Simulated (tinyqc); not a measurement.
Etch lag against aspect ratio: ion-assisted plasma etching: sheath, surface coverage, synergy and aspect-ratio dependence. Computed by tinyqc, a small Python program. Command: `OMP_NUM_THREADS=1 python tinyqc.py 3024224 3024225 out.jsonl etch walk`. One thread of a shared host (Intel(R) Xeon(R) Processor @ 2.30GHz), about 0.08 s of CPU time with the checks.

Radicals adsorb on bare sites; ions remove covered sites with a high yield and bare sites by sputtering; a slow spontaneous reaction acts everywhere, walls included.

Inputs (values chosen for the exercise, close to those used for silicon in a halogen plasma):
```
quantity,value,unit
plasma density n_e,1.9e+10,1/cm^3
electron temperature T_e,2.8,eV
ion mass M_i,71,u
sheath voltage V,81,V
radical density n,2.6e+13,1/cm^3
radical mass M_n,35.5,u
gas temperature T_g,400,K
sticking coefficient s,0.52,-
radicals per removed unit x,2,-
yield slope b,0.091,eV^(-1/2)
threshold E_th,18,eV
sputter slope b_p,0.017,eV^(-1/2)
sputter threshold E_p,32,eV
spontaneous reaction probability k_c,1e-05,-
solid density N,5e+22,1/cm^3
ion temperature T_i,0.15,eV
```

Feature: round hole.

Constants: e = 1.602176634e-19 C; u = 1.6605390666e-27 kg; k_B = 1.380649e-23 J/K; eps_0 = 8.8541878128e-12 F/m.

Method:
- Bohm speed u_B = sqrt(e T_e/M_i); ion flux G_i = 0.61 n_e u_B; radical flux G_n = n c/4 with c = sqrt(8 k_B T_g/(pi M_n)).
- Debye length lambda_D = sqrt(eps_0 T_e/(e n_s)) with n_s = 0.61 n_e, T_e in volts; Child-law sheath d = (sqrt2/3) lambda_D (2 V/T_e)^(3/4); ion energy E = V + T_e/2; angular spread = arctan(sqrt(T_i/E)).
- Yields: Y = b (sqrt(E) - sqrt(E_th)) on covered sites, Y_p = b_p (sqrt(E) - sqrt(E_p)) on bare ones (zero below threshold).
- Steady coverage: s G_n (1 - theta) = x Y G_i theta; removal flux = Y G_i theta + Y_p G_i (1 - theta) + k_c G_n; rate = flux/N, 1 cm/s = 6e8 nm/min.
- Lateral rate = k_c G_n/N; anisotropy = 1 - lateral/vertical; synergy = vertical/(ions alone + radicals alone), with ions alone Y_p G_i/N and radicals alone the lateral rate.
- Transmission of a round hole: K = 1/(1 + 3A/4), walls that scatter diffusely without loss. With a loss probability S = s (1 - theta) at the floor, G_b/G_n = K/(K + S - K S); theta follows G_b, and the two are solved together. Ions are taken to reach the floor unshadowed; G_b replaces G_n in every term of the rate; A is depth over diameter.

yield Y = 0.439967

sputter yield Y_p = 0.0581500

ion flux G_i = 2.26081e+15 1/(cm^2 s)

radical flux G_n = 3.17480e+17 1/(cm^2 s)

vertical rate = 11.8509 nm/min

coverage theta = 0.988093

Floor of the feature:
```
A,K,G_b/G_n,theta,rate (nm/min),relative rate
0.5,0.72727,0.99768,0.98807,11.851,0.99997
1.0,0.57143,0.99536,0.98804,11.850,0.99994
2.0,0.40000,0.99071,0.98798,11.849,0.99987
5.0,0.21053,0.97679,0.98781,11.847,0.99968
10.0,0.11765,0.95359,0.98752,11.843,0.99935
20.0,0.06250,0.90724,0.98689,11.835,0.99865
50.0,0.02597,0.76865,0.98456,11.806,0.99617
100.0,0.01316,0.54029,0.97818,11.731,0.98986
```

What follows from these numbers?

K falls by a factor 55.3 over the rows and the rate by 1.01. Among these rows the rate stays within 10 % of the open-field value up to A = 100, as near saturation the coverage changes little when G_b falls. Caution: rows with A above about 1/(2 tan(ion spread)) or 1/sqrt(k_c), often 10 to 30, are formal: ion shadowing, radical loss on the walls, redeposition of sputtered material and, in fluorocarbon plasmas, polymer growth are left out and add to the lag.
